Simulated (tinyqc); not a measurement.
Stress and current directions compared.

A cubic crystal with three pairs of conduction valleys along x, y and z; non-degenerate electrons, one relaxation time, masses unchanged. Stress s_ij = X a_i a_j with a the unit vector along the stress; strain e_ii = s11 s_ii + s12 (s_jj + s_kk), e_ij = s44 s_ij/2. Valley shift dE = Xu (n.e.n - trace(e)/3) with n the valley axis; share f proportional to exp(-dE/Vt). Inverse mass along the current d: (n.d)^2/ml + (1 - (n.d)^2)/mt; mu/mu0 = sum f (1/m) over the plain mean of 1/m. Rows: direction of the stress, of size |X|; columns: direction of the current and sign.

Inputs (values chosen for the exercise); values close to those of silicon: temperature T = 300 K; compliance s11 = 7.91 1/TPa; compliance s12 = -2.18 1/TPa; compliance s44 = 12.7 1/TPa; shear deformation potential Xu = 8.72 eV; longitudinal mass ml = 0.887 m0; transverse mass mt = 0.197 m0; uniaxial stress (tension positive) X = 820 MPa.

Constants: q = 1.602176634e-19 C, kB = 1.380649e-23 J/K, Vt = kB T/q. Results are converted to the units shown.

mu/mu0:

|  | I [100], tension | I [100], compression | I [110], tension | I [110], compression |
|---|---|---|---|---|
| [100] | 1.319 | 0.4147 | 1.080 | 0.8537 |
| [110] | 1.176 | 0.8828 | 1.176 | 0.8828 |
| [001] | 0.8406 | 1.293 | 0.8406 | 1.293 |
| [111] | 1.000 | 1.000 | 1.000 | 1.000 |

What does the comparison show?

The largest gain, 1.32, is for stress along [100], tension, current along [100]; the largest loss, 0.415, for [100], compression, current along [100]. Entries equal to one are cases in which the valleys are not split or have equal mass along the current.

tinyqc, about 0.01 s, one thread, Intel Xeon 2.30GHz (shared host): `OMP_NUM_THREADS=1 python tinyqc.py 2530041 2530042 out.jsonl`
